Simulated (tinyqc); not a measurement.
Off-state leakage of single and stacked transistors: two steps of the calculation.

n-channel devices of unit width. Subthreshold current I(Vg, Vs, Vd) = I0 (T/300 K)^0.5 exp[(Vg - Vs - VT(T) - gb (Vs - Vb) + dd (Vd - Vs))/(nf Vt)] (1 - exp(-(Vd - Vs)/Vt)), VT(T) = VT - cT (T - 300 K). Gate-edge tunnelling Ig (Vd/1 V) exp(ag (Vd - 1 V)), for a gate at 0 V, and band-to-band leakage Ab u exp(-Bb/u), u = Vd - Vb + 1 V, flow at a drain held at V; both are taken as independent of T. In a stack of off transistors (all gates at 0 V) the same subthreshold current passes through each.

Inputs (values chosen for the exercise); values of the order met in bulk silicon logic transistors:
- T = 330 K (temperature)
- V = 1.1 V (supply voltage)
- VT = 0.49 V (threshold at 300 K, zero drain and body bias)
- cT = 0.8 mV/K (fall of the threshold with temperature)
- I0 = 0.28 uA/um (current at threshold at 300 K)
- nf = 1.44 (slope factor)
- dd = 0.13 (drain-induced lowering per volt)
- gb = 0.13 (rise of the threshold per volt of source-body bias)
- Ig = 4e-5 uA/um (gate-edge tunnelling current at 1 V)
- ag = 5.2 1/V (exponential slope of the gate current)
- Ab = 30 uA/(um V) (prefactor of band-to-band leakage at the drain)
- Bb = 25 V (its exponential voltage)
- Vb = 0 V (body voltage)

Constants: q = 1.602176634e-19 C, kB = 1.380649e-23 J/K, Vt = kB T/q. Results are converted to the units shown.

Task 1. Leakage of one transistor. Vg = Vs = 0, Vd = V; effective threshold VT(T) - gb Vb - dd V.

Wanted: effective threshold; parts; total; shares.

Result 1.

effective threshold = 0.3230 V
parts (nA/um): subthreshold 0.1102, gate edge 0.07401, band-to-band 0.4258
total = 0.6100 nA/um
shares (%): subthreshold 18.07, gate edge 12.13, band-to-band 69.80

The band-to-band part is the largest.

Task 2. New Vx. Stack of two, Vx the node between them: I_low = I(0, 0, Vx), I_up = I(0, Vx, V), f = ln(I_up/I_low), f' = -(1 + gb + 2 dd)/(nf Vt) - 1/(Vt (exp(Vx/Vt) - 1)) - 1/(Vt (exp((V - Vx)/Vt) - 1)), Vx(new) = Vx - f/f'.

Vx at the start = 0.103 V

Find: I_low; I_up; f; f'; Vx after iteration 1.

Result 2.

I_low = 0.004528 nA/um
I_up = 0.004633 nA/um
f = 0.02294
f' = -34.91 1/V
Vx after iteration 1 = 0.1037 V

tinyqc, about 0.03 s, one thread, Intel Xeon 2.30GHz (shared host): `OMP_NUM_THREADS=1 python tinyqc.py 2242255 2242256 out.jsonl`
